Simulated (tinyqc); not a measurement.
Strained alloy layer of InAs and AlAs on (001) InP, model-solid band line-up: gaps, strain and offsets against composition.

The layer is x parts of the first compound and 1 - x of the second, grown coherently on the third as substrate and barrier. Rows of the table: lattice constant a, average valence level Ea on an absolute scale, spin-orbit splitting so, gaps at Gamma, X and L, hydrostatic deformation potentials av and ac (Gamma), shear potential b, elastic constants, electron and heavy-hole (along z) masses. All are interpolated linearly in x; gaps get -C x (1 - x), taken wholly in the conduction band; real line-ups can differ from this model by 0.1 eV or more.

In-plane strain e = (a_substrate - a)/a, e_z = -2 (c12/c11) e, volume change 2 e + e_z. With v = 2 e + e_z and d = 2 b (e_z - e): Eav = Ea + av v; E_hh = Eav + so/3 - d/2; E_lh = Eav - so/6 + d/4 + sqrt(so^2 + so d + 9 d^2/4)/2; E_c = Ea + so/3 + EG + ac v (Gamma). Substrate: E_v = Ea + so/3, E_c = E_v + EG. Well depths: dEc = E_c(substrate) - E_c, dEhh = E_hh - E_v(substrate), dElh likewise; strained Gamma gap E_c - max(E_hh, E_lh); positive values confine carriers in the layer. Matthews-Blakeslee for 60-degree dislocations in a single layer: hc = k (ln(hc/bv) + 1), k = bv (1 - nu/4)/(4 pi |e| (1 + nu)), nu = c12/(c11 + c12), bv = a/sqrt(2); the larger root. The valence offset is the larger of dEhh and dElh; a dash marks |e| under 0.02 % or no root.

Inputs (values chosen for the exercise): bowing of the Gamma gap CG = 0.7 eV; bowing of the X gap CX = 0 eV; bowing of the L gap CL = 0 eV.

Binary compounds, values chosen for the exercise:
```
,close to InAs,close to AlAs,close to InP
a (angstrom),6.058,5.661,5.869
Ea (eV),-6.67,-7.49,-7.04
so (eV),0.376,0.281,0.111
EG (eV),0.355,2.99,1.34
EX (eV),1.38,2.15,2.2
EL (eV),1.07,2.37,1.96
av (eV),0.986,2.45,1.26
ac (eV),-5.09,-5.66,-5.08
b (eV),-1.81,-1.5,-1.68
c11 (GPa),82.2,127,100
c12 (GPa),44.8,53.7,55.8
me (m0),0.023,0.149,0.0802
mh (m0),0.334,0.467,0.531
```

Gaps, strain and offsets against composition:
```
x,e (%),relaxed Gamma gap (eV),lower of X and L gaps (eV),strained Gamma gap (eV),E_hh - E_lh (meV),dEc (eV),valence offset (eV),hc (nm)
0.3,1.538,2.053,1.919,1.867,-104.8,-0.4817,-0.04549,5.31
0.36,1.121,1.880,1.873,1.749,-75.75,-0.3868,-0.02203,8.16
0.41,0.7766,1.740,1.834,1.652,-51.95,-0.3107,-9.825e-4,13.2
0.47,0.3661,1.577,1.759,1.537,-24.12,-0.2231,0.02628,33.9
0.53,-0.04105,1.419,1.681,1.421,2.652,-0.1394,0.05866,447
0.58,-0.3778,1.291,1.616,1.306,23.94,-0.07274,0.1068,32.6
0.64,-0.7790,1.142,1.538,1.170,48.02,0.003722,0.1658,13.1
0.69,-1.111,1.022,1.473,1.059,66.74,0.06447,0.2160,8.24
0.75,-1.506,0.8825,1.395,0.9286,87.45,0.1338,0.2776,5.44
```

What does the comparison show?

The relaxed Gamma gap falls from 2.05 to 0.882 eV and the strained one falls from 1.87 to 0.929 eV. The lattice matches the substrate at x = 0.524; the heavy hole is on top where the layer is compressed (e < 0) and the light hole where it is stretched. The relaxed alloy turns direct at x = 0.364. dEc rises from -0.482 to 0.134 eV and the valence offset rises from -0.0455 to 0.278 eV. At the largest strain listed, 1.54 %, strain changes the gap by -185 meV. For x = 0.3, 0.36 the lowest conduction valley of the relaxed alloy is X or L, so the gap and dEc listed hold for Gamma only.

Computed by the program tinyqc: `OMP_NUM_THREADS=1 python tinyqc.py 2690157 2690158 out.jsonl`, one thread of a shared Intel Xeon 2.30GHz, about 0.01 s for the whole run.
